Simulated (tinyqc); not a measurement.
Inside a calculation. Model: thermal stress, cracking, delamination and buckling of a thin film; Griffith cracks and misfitting inclusions. Computed by tinyqc, a small Python program that keeps every step. Command: `OMP_NUM_THREADS=1 python tinyqc.py 3017413 3017414 out.jsonl filmcrack walk`. One thread of a shared host (Intel(R) Xeon(R) Processor @ 2.30GHz), about 0.01 s of CPU time with the checks. Intermediate numbers are printed to about 5 digits and carried at full precision; extremes and crossings named in words are read from the listed rows.

Isotropic linear elasticity; the substrate is much thicker than the film; stress is positive in tension.

Inputs (values chosen for the exercise, modelled on a silicon dioxide film on silicon):

| quantity | value | unit |
|---|---|---|
| film Young's modulus E | 68.6 | GPa |
| film Poisson ratio nu | 0.18 | - |
| film expansion alpha_f | 0.553 | 1e-6/K |
| substrate expansion alpha_s | 3.2 | 1e-6/K |
| deposition temperature T_d | 1200 | K |
| final temperature T | 300 | K |
| intrinsic stress | 51 | MPa |
| film thickness h | 0.15 | micrometre |
| interface toughness Gamma_i | 4.5 | J/m^2 |
| half width of a debonded strip w | 6.6 | micrometre |
| substrate Young's modulus E_s | 149 | GPa |
| substrate Poisson ratio nu_s | 0.28 | - |
| flaw half length a | 0.33 | micrometre |
| substrate surface energy gamma_s | 1.6 | J/m^2 |
| inclusion radius R | 0.85 | micrometre |

Inclusion: long cylinder (a filled via).

## Stress in the film

Thermal strain = (alpha_f - alpha_s)(T_d - T); stress = E/(1 - nu) x strain + intrinsic stress; plane-strain modulus Ebar = E/(1 - nu^2); G0 = stress^2 h/(2 Ebar) is the energy freed per area when a long strip loses its stress across its width.

thermal strain = -0.0023823

film stress = -148.30 MPa

Ebar = 70.897 GPa

G0 = 0.023266 J/m^2

The film ends in compression; the thermal part is -199 MPa.

## Elastic mismatch

Dundurs alpha = (Ebar - Ebar_s)/(Ebar + Ebar_s), with Ebar_s = E_s/(1 - nu_s^2). The channel-crack factor is taken as g = 1.258 (1 - alpha)^(-0.7), a rough interpolation chosen for the exercise (1.258 is the value for matched materials).

Dundurs alpha = -0.39032

factor g = 0.99885

The stiffer substrate holds the crack faces and lowers the driving force.

## Buckling of a debonded strip

A strip of half width w clamped at both edges buckles at sigma_c = (pi^2/12) Ebar (h/w)^2. Above it: height = h sqrt((4/3)(|s|/sigma_c - 1)), driving force at the edges G = G0 (1 - sigma_c/|s|)(1 + 3 sigma_c/|s|); below it both are 0. The smallest strip that buckles has w0 = pi h sqrt(Ebar/(12 |s|)).

buckling stress sigma_c = 30.119 MPa

blister height = 0.34309 micrometre

driving force at the edges = 0.029837 J/m^2

smallest buckling half width w0 = 2.9744 micrometre

G is 1.28 G0 (the largest possible is 4/3, at |s| = 3 sigma_c) and stays below Gamma_i, taken here as independent of the mode mix.

## Griffith crack in the substrate

Through crack of length 2a in plane strain: K_Ic = sqrt(2 gamma_s E_s/(1 - nu_s^2)); fracture stress = K_Ic/sqrt(pi a). An edge crack of depth a has K larger by 1.1215.

toughness K_Ic = 0.71928 MPa m^0.5

fracture stress, inner crack = 706.42 MPa

fracture stress, edge crack = 629.89 MPa

The inner crack lowers the strength to 4.7 % of the ideal E_s/10.

## A misfitting inclusion

Film material fills a long cylinder of radius R in the substrate, with the misfit e = thermal strain (it wants to shrink if e > 0). With the axial strain held by the substrate, s0 = (1 + nu) e/[(1 + nu)(1 - 2 nu)/E + (1 + nu_s)/E_s]; inside s_rr = s_tt = s0 and s_zz = E e + 2 nu s0; outside s_rr = s0 (R/r)^2, s_tt = -s_rr. Keep-out radius: where |s_rr| falls to 10 MPa (R if it is lower at the wall).

radial stress at the wall s0 = -143.43 MPa

mean stress inside = -167.31 MPa

keep-out radius = 3.2191 micrometre

The stress does not depend on R; its reach scales with R.

## Film, cylinder and sphere at the same misfit

Thermal misfit e alone, mean stress = trace/3 and largest difference of principal stresses inside. Film: E e/(1 - nu) in two directions, 0 in the third. Cylinder: s0 = (1 + nu) e/[(1 + nu)(1 - 2 nu)/E + (1 + nu_s)/E_s] twice and s_zz = E e + 2 nu s0. Sphere: e/[(1 - 2 nu)/E + (1 + nu_s)/(2 E_s)] three times.

Stresses inside (MPa):

| shape | s1 | s2 | s3 | mean | largest difference |
|---|---|---|---|---|---|
| film | -199.30 | -199.30 | 0.00 | -132.87 | 199.30 |
| cylinder | -143.43 | -143.43 | -215.06 | -167.31 | 71.63 |
| sphere | -174.85 | -174.85 | -174.85 | -174.85 | 0.00 |

The mean stress in size is 133 MPa in the film, 167 in the cylinder and 175 in the sphere, while the largest difference, twice the largest shear stress, goes from 199 through 72 to 0. In a ductile solid shear can relax by slip and hydrostatic stress cannot.

Checks made by the program: fracture stress against the maximum of 4 a gamma - pi a^2 s^2/Ebar (relative difference 8e-09).
